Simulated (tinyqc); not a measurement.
Inside a calculation. Model: Tersoff bond-order potential. Computed by tinyqc, a small Python program that keeps every step. Command: `OMP_NUM_THREADS=1 python tinyqc.py 3020238 3020239 out.jsonl tersoff walk`. One thread of a shared host (Intel(R) Xeon(R) Processor @ 2.30GHz), about 0.01 s of CPU time with the checks. Intermediate numbers are printed to about 6 digits and carried at full precision; extremes and crossings named in words are read from the listed rows.

E = (1/2) sum_(i, j != i) [A exp(-lambda r_ij) - b_ij B exp(-mu r_ij)], b_ij = (1 + (beta zeta_ij)^n)^(-1/(2n)), zeta_ij = sum_(k != i, j) g(theta_ijk), g = 1 + c^2/d^2 - c^2/(d^2 + (h - cos theta)^2), with theta at atom i. Only nearest neighbours count (cut-off function 1 for them, 0 beyond).

Inputs (values chosen for the exercise, modelled on carbon):
```
quantity,value,unit
A,1375.7,eV
B,344.88,eV
lambda,3.4879,1/angstrom
mu,2.2119,1/angstrom
beta,1.56e-07,-
n,0.7254,-
c,37140,-
d,4.3,-
h,-0.5837,-
bond length r_12,1.5,angstrom
bond length r_13,1.49,angstrom
angle theta at atom 1,112,degrees
```

Constants: 1 eV/angstrom^3 = 160.2176634 GPa.

## An open trimer

Atom 1 binds atoms 2 and 3, which do not interact. b_12 = b_13 follow from zeta = g(theta); b_21 = b_31 = 1. E = sum over the two bonds of A exp(-lambda r) - (b + 1)/2 B exp(-mu r).

g(theta) = 175982

bond order b_12 = 0.952179

repulsive terms (eV): [7.35123, 7.61216]

attractive terms B exp(-mu r) (eV): [12.4952, 12.7747]

energy of the trimer = -9.70230 eV

g is least (g = 1) at cos theta = h, 125.7 degrees, wider than the tetrahedral 109.47.

## The diamond lattice

zeta = 3 g(cos theta = -1/3). With z equal bonds of order b, r = ln(lambda A/(mu b B))/(lambda - mu) and E per atom = -(z/2) b B exp(-mu r)(1 - mu/lambda). a0 = 4 r/sqrt3; B0 = phi''(r)/(3 a0) with phi'' = mu (lambda - mu) b B exp(-mu r), since b does not change under uniform scaling.

zeta = 756164

bond order b = 0.875804

bond length = 1.54513 angstrom

energy per atom of the diamond lattice = -7.24633 eV

lattice constant a0 = 3.56832 angstrom

bulk modulus B0 = 418.353 GPa

## Elastic constants of the diamond lattice

Second derivatives of the energy per atom, volume V = a0^3/8: e_xx gives C11; e_xx = -e_yy gives 2 (C11 - C12); e_xy = e_yx = s/2 with a sublattice shift u_z gives C44 = (E_ss - E_su^2/E_uu)/V and Kleinman's parameter |E_su/E_uu|/(a0/4).

C11 = 1024.33 GPa

C12 = 115.364 GPa

C44 = 622.014 GPa

Kleinman's parameter = 0.241784

## Unrelaxed vacancy

Each of the four neighbours loses one bond; its three other bonds now have zeta = 2 g, for the direction that starts at it. E_v = -E + 12 x (1/2)(b(3g) - b(2g)) B exp(-mu r), where -E is the pair-like cost.

b(2g) = 0.903783

unrelaxed vacancy energy E_v = 5.34799 eV

Stronger back bonds return 1.898 eV, so E_v is 74 % of the cohesive energy.

## Energy against coordination

Angles seen from one bond (cos theta: count): chain -1: 1; graphitic -1/2: 2; diamond -1/3: 3; square net 0: 2, -1: 1; simple cubic 0: 4, -1: 1; bcc 1/3: 3, -1/3: 3, -1: 1; fcc 1/2: 4, 0: 2, -1/2: 4, -1: 1.

Relaxed structures:
```
structure,z,zeta,b,r (angstrom),E per atom (eV),E per bond (eV)
dimer,1,0,1.00000,1.44120,-2.60307,-5.20615
chain,2,6.92742e+05,0.88237,1.53927,-3.69788,-3.69788
graphitic,3,5.65121e+04,0.97831,1.45838,-7.35493,-4.90328
diamond,4,7.56164e+05,0.87580,1.54513,-7.24633,-3.62316
square net,4,3.39228e+06,0.71400,1.70520,-4.14608,-2.07304
simple cubic,6,6.09183e+06,0.62804,1.80574,-4.37972,-1.45991
bcc,8,1.11850e+07,0.53212,1.93563,-3.71215,-0.92804
fcc,12,2.13268e+07,0.43093,2.10093,-3.12837,-0.52140
```

The lowest are graphitic, diamond and simple cubic, the first two 0.109 eV apart. The bond order falls from 1 to 0.431 and the bond weakens from -5.21 to -0.52 eV, as b^(lambda/(lambda - mu)) with exponent 2.73. With the same z = 4 the square net lies 3.10 eV above diamond, from its angles alone. Caution: in bcc and other dense structures second neighbours can fall inside the usual cut-off; they are left out here.

Checks made by the program: (C11 + 2 C12)/3 against B0 (relative difference 6e-09).
